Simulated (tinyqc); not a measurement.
Metal-interlayer-semiconductor contact, depinning against tunnelling resistance: one step of the calculation.

Zero bias, n-type semiconductor. Gap states at the semiconductor surface thin out as exp(-be ti), which unpins the barrier; electrons must then cross the interlayer (a rectangular barrier, no voltage drop across it) and the parabolic depleted layer, both by WKB. Energies E are counted from the Fermi level; no image force, parabolic bands.

Task. Pinning, barrier and scales. S = 1/(1 + (1/S0 - 1) exp(-be ti)); phiB = S (phiM - chi) + (1 - S)(Eg - E0); xi = Ec - EF deep inside, from Nd = Nc F(-xi/Vt), F(x) = (2/sqrt(pi)) int_0^infinity sqrt(u) du/(1 + exp(u - x)); band bending U = phiB - xi; E00 = (hbar/2) sqrt(Nd/(eps0 eps_r mt m0)) in volts; A = 4 pi q mA m0 kB^2/h^3.

Parameters, values chosen for the exercise; semiconductor values close to those of gallium nitride; interlayer mass of the order of that in lanthanum oxide, offset chosen freely: temperature T = 400 K; band gap Eg = 3.27 eV; relative permittivity eps_r = 9.76; electron affinity chi = 4.26 eV; conduction-band density of states at T Nc = 3.54e18 cm^-3; tunnelling mass in the semiconductor mt = 0.204 m0; Richardson mass mA = 0.202 m0; donor density Nd = 1e19 cm^-3; charge-neutrality level above the valence band E0 = 2.4 eV; pinning factor without interlayer S0 = 0.61; metal work function phiM = 4.44 eV; interlayer thickness ti = 0.9 nm; decay constant of gap states through the interlayer be = 3.7 1/nm.

Constants: q = 1.602176634e-19 C, kB = 1.380649e-23 J/K, eps0 = 8.8541878128e-12 F/m, hbar = 1.054571817e-34 J s, h = 6.62607015e-34 J s, m0 = 9.1093837015e-31 kg, Vt = kB T/q. Results are converted to the units shown.

Give: S; phiB; xi; U; E00; A.

Result.

S = 0.97763
phiB = 0.19544 eV
xi = -0.068965 eV
U = 0.26440 eV
E00 = 0.041609 eV
A = 24.275 A/(cm^2 K^2)

Numbers from tinyqc (`OMP_NUM_THREADS=1 python tinyqc.py 2270021 2270022 out.jsonl`; about 0.02 s on one thread of a shared Intel Xeon 2.30GHz).
